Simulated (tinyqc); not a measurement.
# Resistance of a source-drain extension with a graded tip: two studies

y runs along the channel, the gate covers y > 0. The doping is N0 for y < y0 and N0 10^(-(y - y0)/la) beyond, uniform over the depth xj. Sheet conductance s(y) = q mu(N) max(N - Nch, 0) xj + (for y > 0) ma Cox Vo, with mu(N) = u0 + (u1 - u0)/(1 + (N/Nr)^au) and Cox = eps0 eox/tox. Current is taken as one-dimensional; depletion of the tip, spreading and the contact are left out. The metallurgical junction lies at yj, where N = Nch.

Inputs (values chosen for the exercise); mobility law close to that of electrons in silicon:
```
symbol   value        unit                                                                 meaning
eox       8.97              relative permittivity of the gate insulator (close to aluminium oxide)
tox        8.7          nm                                                     insulator thickness
N0      5.2e19       cm^-3                        active doping of the extension far from the gate
la         5.2   nm/decade                                                      lateral abruptness
y0         1.2          nm          position under the gate where the fall begins (gate edge at 0)
xj           7          nm                                                  depth of the extension
Nch     6.3e17       cm^-3                                                          channel doping
Ls          22          nm                                                           spacer length
Vo        0.56           V                                                          gate overdrive
ma         110  cm^2/(V s)                                      mobility of the gate-induced layer
u1        1414  cm^2/(V s)                                                  mobility at low doping
u0        68.5  cm^2/(V s)                                                 mobility at high doping
Nr      9.2e16       cm^-3                                                        reference doping
au       0.711                                                                            exponent
Lg          60          nm                                                             gate length
```

Constants: q = 1.602176634e-19 C, eps0 = 8.8541878128e-14 F/cm where lengths are in cm. Results are converted to the units shown.

Each table varies one quantity; the others keep the values above.

## Abruptness at a fixed junction position

R_spacer = integral of dy/s from -Ls to 0, R_ov from 0 to yj, R_channel = (Lg - 2 yj)/(ma Cox Vo), R_total = 2 R_spacer + 2 R_ov + R_channel. Electrical length L_eff = ma Cox dR_total/d(1/Vo); R_series = R_total - L_eff/(ma Cox Vo). y0 is moved with la so that yj stays at 11.167 nm.

The same in every row: yj (nm) = 11.17; R_channel (ohm um) = 669.8.

Abruptness at a fixed junction position:
```
la (nm/decade)  R_spacer (ohm um)  R_ov (ohm um)  R_total (ohm um)  L_eff (nm)  R_series (ohm um)
1                           45.90          32.84             827.3       38.91              135.3
2.3                         45.90          48.42             858.4       40.22              143.3
3.6                         45.90          64.00             889.6       41.52              151.3
4.9                         45.90          79.58             920.8       42.82              159.3
6.1                         46.00          93.88             949.6       44.02              166.8
7.4                         49.32          107.0             982.5       45.24              177.9
8.7                         57.24          117.2              1019       46.33              194.8
10                          69.35          125.3              1059       47.29              218.2
```

As la goes from 1 to 10 nm/decade, R_total rises from 827 to 1060 ohm um, R_spacer rises from 45.9 to 69.4 ohm um and R_ov rises from 32.8 to 125 ohm um. R_total changes on average by 25.8 ohm um for each nm/decade. L_eff exceeds the metallurgical length by 1.25 nm in the first row and 9.62 nm in the last, since the gate also controls the lightly doped tips.

## Effect of the active doping of the extension far from the gate

Same model as above.

Results:
```
N0 (cm^-3)  yj (nm)  R_spacer (ohm um)  R_ov (ohm um)  R_channel (ohm um)  R_total (ohm um)  L_eff (nm)  R_series (ohm um)
2e19          9.009              104.2          79.54               746.6              1114       47.41              271.0
3.1e19        9.999              72.06          81.57               711.4              1019       45.45              210.5
4.7e19        10.94              50.19          82.92               677.9             944.2       43.57              169.3
1.1e20        12.86              23.24          84.49               609.6             825.1       39.74              118.5
1.7e20        13.84              15.47          84.92               574.7             775.5       37.77              103.8
2.6e20        14.80              10.33          85.19               540.5             731.6       35.85              94.04
4e20          15.77              6.824          85.38               505.9             690.4       33.91              87.39
```

Estimate the missing row, N0 = 7.2e19 cm^-3.

Computed row:
```
N0 (cm^-3)  yj (nm)  R_spacer (ohm um)  R_ov (ohm um)  R_channel (ohm um)  R_total (ohm um)  L_eff (nm)  R_series (ohm um)
7.2e19        11.90              34.28          83.86               643.7             880.0       41.65              139.3
```

With this row back in the table: As N0 goes from 2e19 to 4e20, R_total falls from 1110 to 690 ohm um, L_eff falls from 47.4 to 33.9 nm and R_series falls from 271 to 87.4 ohm um.

Numbers from tinyqc (`OMP_NUM_THREADS=1 python tinyqc.py 2282245 2282246 out.jsonl`; about 0.03 s on one thread of a shared Intel Xeon 2.30GHz).
